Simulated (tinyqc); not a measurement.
Shape of the distribution and failure rate.

For F(t) = 1 - exp(-(t/t63)^beta): mean t63 Gamma(1 + 1/beta), median t63 (ln 2)^(1/beta), deviation t63 sqrt(Gamma(1 + 2/beta) - Gamma(1 + 1/beta)^2), failure rate (beta/t63)(t/t63)^(beta - 1).

Inputs (values chosen for the exercise): characteristic time of a test capacitor t63 = 360 s.

Shape of the distribution and failure rate:
```
beta  mean (s)  median (s)  deviation/mean  rate at 0.01 t63 (1/s)  rate at t63 (1/s)
0.5      720.0       173.0           2.236                 0.01389           0.001389
0.7      455.7       213.3           1.462                0.007741           0.001944
1        360.0       249.5           1.000                0.002778           0.002778
1.3      332.5       271.6          0.7757                9.071e-4           0.003611
1.7      321.2       290.2          0.6055                1.880e-4           0.004722
2.2      318.8       304.8          0.4798                2.433e-5           0.006111
3        321.5       318.6          0.3634                8.333e-7           0.008333
4        326.3       328.5          0.2805                1.111e-8            0.01111
```

Read the table: what changes, and by how much?

The relative spread falls from 2.24 to 0.281. For beta < 1 the rate falls with time (early failures), at 1 it is constant, 0.00278 1/s, and above 1 it grows (wear-out): the early rate goes from 10.0 times the rate at t63 to 1.00e-6 times.

Program tinyqc, `OMP_NUM_THREADS=1 python tinyqc.py 2070028 2070029 out.jsonl`; Intel Xeon 2.30GHz, shared host, one thread, about 0.01 s.
